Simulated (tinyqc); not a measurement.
## Planar metal-insulator-metal capacitor: capacitance, non-linearity, leakage and relaxation: capacitance, non-linearity and leakage against thickness

A film between two metal electrodes, each interface adding a series capacitance ci. The small-signal permittivity is ek (1 + aq E^2); the field is found with the linear permittivity. Leakage J = J0 sinh(E/Ef). After a voltage step the film passes a relaxation current kr C V tt^(-nr), tt being the time in seconds.

Planar film: Cf = eps0 ek/t, 1/C = 1/Cf + 2/ci, EOT = 3.9 eps0/C, effective permittivity C t/eps0, E = (V/t) C/Cf; quadratic coefficient [C(V)/C - 1]/V^2 with Cf (1 + aq E^2) in C(V).

Parameters, values chosen for the exercise; permittivity of the order of that of strontium titanate:
```
symbol    value       unit                                                             meaning
ek          159                                              relative permittivity of the film
ci         1000    uF/cm^2  capacitance of each electrode interface (dead layer and screening)
aq        -0.04  cm^2/MV^2                     quadratic field coefficient of the permittivity
V           2.3          V                                                                bias
J0      2.4e-11     A/cm^2                                                   leakage prefactor
Ef         0.29      MV/cm                             field for an e-fold rise of the leakage
```

Constants: eps0 = 8.8541878128e-14 F/cm where lengths are in cm. Results are converted to the units shown.

Capacitance, non-linearity and leakage against thickness:
```
t (nm)  C (uF/cm^2)  EOT (nm)  effective permittivity  E (MV/cm)  quadratic coefficient (ppm/V^2)  J (A/cm^2)
12            11.46    0.3012                   155.4      1.873                         -2.599e4    7.651e-9
15            9.213    0.3748                   156.1      1.505                         -1.684e4    2.153e-9
18            7.701    0.4484                   156.6      1.258                         -1.180e4   9.187e-10
22            6.318    0.5465                   157.0      1.032                            -7959   4.214e-10
27            5.160    0.6692                   157.4     0.8431                            -5320   2.190e-10
33            4.230    0.8163                   157.7     0.6911                            -3581   1.289e-10
40            3.495    0.9880                   157.9     0.5710                            -2448   8.428e-11
49            2.857     1.209                   158.1     0.4667                            -1638   5.759e-11
60            2.335     1.479                   158.3     0.3815                            -1096   4.151e-11
```

What does the comparison show?

C falls from 11.5 to 2.34 uF/cm^2 while the effective permittivity goes from 155 to 158 (ek = 159). EOT is a straight line in t with slope 3.9/ek = 0.0245 and intercept 0.00691 nm. The quadratic coefficient goes as t^(-1.95) between the first two rows and t^(-1.98) between the last two (-2 without interfaces), and J falls by 2.27 decades.

Computed by the program tinyqc: `OMP_NUM_THREADS=1 python tinyqc.py 2102075 2102076 out.jsonl`, one thread of a shared Intel Xeon 2.30GHz, about 0.01 s for the whole run.
